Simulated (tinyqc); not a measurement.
Undoped gate-all-around wire MOSFET, analytic charge model: one step of the calculation.

An undoped round wire of radius R under an insulator shell and a surrounding gate; long channel, electrons only, n = ni exp((psi - V)/Vt) with V the quasi-Fermi potential (0 at the source, Vd at the drain), constant mobility, no quantisation. The radial Poisson equation gives n(r) = n(0)/(1 - (1 - b) r^2/R^2)^2 with b = Q0/(Q + Q0). Q is the electron charge per area of the wire surface.

Problem. Charge at the source by Newton steps in y = ln(Q/Q0). With V = 0 and Q = Q0 exp(y): f = Q/Cox + Vt y + Vt ln(1 + Q/Q0) - (Vg - V0); df/dy = Q/Cox + Vt (1 + Q/(Q + Q0)); y(new) = y - f/(df/dy).

Parameters, values chosen for the exercise:
- T = 300 K (temperature)
- Vg = 1.33 V (gate voltage)

Constants: q = 1.602176634e-19 C, kB = 1.380649e-23 J/K, Vt = kB T/q. Results are converted to the units shown.

y after iteration 1 = 1.5489553
Cox = 1.7051560 uF/cm^2
Q0 = 263.23323 nC/cm^2
V0 = 0.61905669 V

Give: Q; f; df/dy; y after iteration 2.

Solution.

Q = 1239 nC/cm^2
f = 0.1007 V
df/dy = 0.7737 V
y after iteration 2 = 1.419

Numbers from tinyqc (`OMP_NUM_THREADS=1 python tinyqc.py 2460024 2460025 out.jsonl`; about 0.02 s on one thread of a shared Intel Xeon 2.30GHz).
